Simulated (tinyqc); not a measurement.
Ratio and sensitivities against delay: time-domain thermoreflectance: layered heat flow under a modulated pulse train, and what the signal ratio measures. Computed by tinyqc, a small Python program. Command: `OMP_NUM_THREADS=1 python tinyqc.py 3110096 3110097 out.jsonl tdtr walk`. One thread of a shared host (Intel(R) Xeon(R) Processor @ 2.30GHz), about 0.2 s of CPU time with the checks.

Pulses repeat at 80 MHz; heat is laid down at the surface, all layers are isotropic, and the film is in perfect contact with the substrate.

Inputs (values chosen for the exercise, modelled on aluminium on silica):

| quantity | value | unit |
|---|---|---|
| metal thickness d | 60 | nm |
| metal conductivity | 130 | W/(m K) |
| metal heat capacity | 2.42 | MJ/(m^3 K) |
| boundary conductance G under the metal | 78 | MW/(m^2 K) |
| film thickness | 49 | nm |
| film conductivity | 2.4 | W/(m K) |
| film heat capacity | 2 | MJ/(m^3 K) |
| substrate conductivity kappa | 1.37 | W/(m K) |
| substrate heat capacity C | 1.6 | MJ/(m^3 K) |
| modulation frequency f | 12 | MHz |
| spot radius w (1/e^2, pump and probe) | 7 | micrometre |

Stack: metal, film, substrate.

Method:
- For radial wave number k and angular frequency W each layer has u = sqrt(4 pi^2 k^2 + i W C/kappa) and gamma = kappa u. Surface impedance from below: Z = 1/gamma for the substrate; a layer of thickness L maps Z to (Z + tanh(u L)/gamma)/(1 + gamma Z tanh(u L)); a boundary adds 1/G.
- Response per absorbed watt H(W) = 2 pi int_0^(2/w) Z(k, W) exp(-pi^2 k^2 w^2) k dk by 20 Gauss-Legendre points.
- Signal: X + iY = sum_(m = -M..M) H(2 pi (f + m f_r)) exp(i 2 pi m f_r t) exp(-pi (m/M)^2 x 4), f_r = 80 MHz, M = 4000, with H(-W) the complex conjugate of H(W); V_in = X, V_out = Y, ratio = -V_in/V_out.
- Sensitivity S = ln(ratio'/ratio)/ln(1.01) for a rise of one input by 1 %.

Ratio and sensitivities:

| t (ps) | ratio | S to kappa | S to G | S to d | S to C | S to w | S to film conductivity |
|---|---|---|---|---|---|---|---|
| 100 | 2.2048 | 0.20905 | 0.02928 | -0.72544 | 0.20908 | -0.077108 | 0.093285 |
| 200 | 2.0853 | 0.20943 | 0.00424 | -0.68604 | 0.20945 | -0.076561 | 0.085162 |
| 400 | 1.8921 | 0.21053 | -0.02912 | -0.62079 | 0.21054 | -0.075615 | 0.067977 |
| 800 | 1.6072 | 0.21399 | -0.06677 | -0.52426 | 0.21397 | -0.074376 | 0.036019 |
| 1500 | 1.2739 | 0.22128 | -0.09531 | -0.41611 | 0.22121 | -0.073895 | -0.005707 |
| 2500 | 0.9687 | 0.23117 | -0.10643 | -0.33131 | 0.23104 | -0.076021 | -0.041102 |
| 4000 | 0.6735 | 0.25014 | -0.10782 | -0.27904 | 0.24991 | -0.085075 | -0.069426 |

What follows from these numbers?

The largest sensitivity in size at 100 ps is to d (-0.73). kappa and C enter almost alike, through the effusivity. At 400 ps an error of 3 % in d passes on as 9 % in kappa.

Extremes, crossings and ranges named in words are read from the listed rows.
